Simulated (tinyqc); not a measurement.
Tersoff bond-order potential: one step, computed by the program tinyqc.

E = (1/2) sum_(i, j != i) [A exp(-lambda r_ij) - b_ij B exp(-mu r_ij)], b_ij = (1 + (beta zeta_ij)^n)^(-1/(2n)), zeta_ij = sum_(k != i, j) g(theta_ijk), g = 1 + c^2/d^2 - c^2/(d^2 + (h - cos theta)^2), with theta at atom i. Only nearest neighbours count (cut-off function 1 for them, 0 beyond).

Task: The diamond lattice. zeta = 3 g(cos theta = -1/3). With z equal bonds of order b, r = ln(lambda A/(mu b B))/(lambda - mu) and E per atom = -(z/2) b B exp(-mu r)(1 - mu/lambda). a0 = 4 r/sqrt3; B0 = phi''(r)/(3 a0) with phi'' = mu (lambda - mu) b B exp(-mu r), since b does not change under uniform scaling.

Inputs (values chosen for the exercise, modelled on germanium):

| quantity | value | unit |
|---|---|---|
| A | 1753.9 | eV |
| B | 425.54 | eV |
| lambda | 2.4451 | 1/angstrom |
| mu | 1.7047 | 1/angstrom |
| beta | 8.35e-07 | - |
| n | 0.7656 | - |
| c | 107600 | - |
| d | 15.71 | - |
| h | -0.4535 | - |

Constants: 1 eV/angstrom^3 = 160.2176634 GPa.

Give: zeta; bond order b; bond length; energy per atom of the diamond lattice; lattice constant a0; bulk modulus B0.

Result:

zeta = 8236

bond order b = 0.9858

bond length = 2.419 angstrom

energy per atom of the diamond lattice = -4.110 eV

lattice constant a0 = 5.587 angstrom

bulk modulus B0 = 81.88 GPa
